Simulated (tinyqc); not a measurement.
## Strained alloy layer of GaSb and GaAs on (001) InP, model-solid band line-up: gaps, strain and offsets against composition

The layer is x parts of the first compound and 1 - x of the second, grown coherently on the third as substrate and barrier. Rows of the table: lattice constant a, average valence level Ea on an absolute scale, spin-orbit splitting so, gaps at Gamma, X and L, hydrostatic deformation potentials av and ac (Gamma), shear potential b, elastic constants, electron and heavy-hole (along z) masses. All are interpolated linearly in x; gaps get -C x (1 - x), taken wholly in the conduction band; real line-ups can differ from this model by 0.1 eV or more.

In-plane strain e = (a_substrate - a)/a, e_z = -2 (c12/c11) e, volume change 2 e + e_z. With v = 2 e + e_z and d = 2 b (e_z - e): Eav = Ea + av v; E_hh = Eav + so/3 - d/2; E_lh = Eav - so/6 + d/4 + sqrt(so^2 + so d + 9 d^2/4)/2; E_c = Ea + so/3 + EG + ac v (Gamma). Substrate: E_v = Ea + so/3, E_c = E_v + EG. Well depths: dEc = E_c(substrate) - E_c, dEhh = E_hh - E_v(substrate), dElh likewise; strained Gamma gap E_c - max(E_hh, E_lh); positive values confine carriers in the layer. Matthews-Blakeslee for 60-degree dislocations in a single layer: hc = k (ln(hc/bv) + 1), k = bv (1 - nu/4)/(4 pi |e| (1 + nu)), nu = c12/(c11 + c12), bv = a/sqrt(2); the larger root. The valence offset is the larger of dEhh and dElh; a dash marks |e| under 0.02 % or no root.

Parameters, values chosen for the exercise:

| symbol | value | unit | meaning |
|---|---|---|---|
| CG | 1.43 | eV | bowing of the Gamma gap |
| CX | 1.2 | eV | bowing of the X gap |
| CL | 1.2 | eV | bowing of the L gap |

Binary compounds, values chosen for the exercise:
```
	close to GaSb	close to GaAs	close to InP
a (angstrom)	6.096	5.653	5.869
Ea (eV)	-6.25	-6.92	-7.04
so (eV)	0.764	0.341	0.11
EG (eV)	0.729	1.41	1.32
EX (eV)	1.03	1.92	2.18
EL (eV)	0.807	1.73	1.94
av (eV)	0.797	1.15	1.25
ac (eV)	-6.79	-7.25	-5.11
b (eV)	-1.99	-1.7	-1.72
c11 (GPa)	89.6	119	102
c12 (GPa)	39.7	53.3	56.9
me (m0)	0.0387	0.068	0.0811
mh (m0)	0.247	0.353	0.536
```

Results:
```
x	e (%)	relaxed Gamma gap (eV)	lower of X and L gaps (eV)	strained Gamma gap (eV)	E_hh - E_lh (meV)	dEc (eV)	valence offset (eV)	hc (nm)
0.25	1.8261	0.97162	1.2743	0.73038	-136.98	0.092743	0.49688	4.16
0.38	0.81871	0.81431	1.0965	0.70996	-59.057	0.064646	0.54539	12.4
0.44	0.36047	0.75801	1.0282	0.71285	-25.507	0.036295	0.57085	35.0
0.5	-0.093625	0.71200	0.96850	0.71703	6.4964	-0.0017845	0.60476	175
0.56	-0.54363	0.67629	0.91744	0.70504	36.984	-0.049601	0.66457	21.2
0.62	-0.98960	0.65087	0.87502	0.70240	66.014	-0.10716	0.72476	9.90
0.69	-1.5049	0.63423	0.83645	0.71117	98.153	-0.18665	0.79548	5.66
0.75	-1.9423	0.63113	0.81275	0.72885	124.33	-0.26536	0.85651	3.96
```

Estimate the missing row, x = 0.31.

Computed row:
```
x	e (%)	relaxed Gamma gap (eV)	lower of X and L gaps (eV)	strained Gamma gap (eV)	E_hh - E_lh (meV)	dEc (eV)	valence offset (eV)	hc (nm)
0.31	1.3586	0.89301	1.1872	0.71641	-100.14	0.085439	0.51816	6.32
```

With this row back in the table: The relaxed Gamma gap falls from 0.972 to 0.631 eV and the strained one moves up and down between 0.702 and 0.730 eV. The lattice matches the substrate at x = 0.488; the heavy hole is on top where the layer is compressed (e < 0) and the light hole where it is stretched. dEc falls from 0.0927 to -0.265 eV and the valence offset rises from 0.497 to 0.857 eV. At the largest strain listed, -1.94 %, strain changes the gap by 97.7 meV.

Numbers from tinyqc (`OMP_NUM_THREADS=1 python tinyqc.py 2690095 2690096 out.jsonl`; about 0.01 s on one thread of a shared Intel Xeon 2.30GHz).
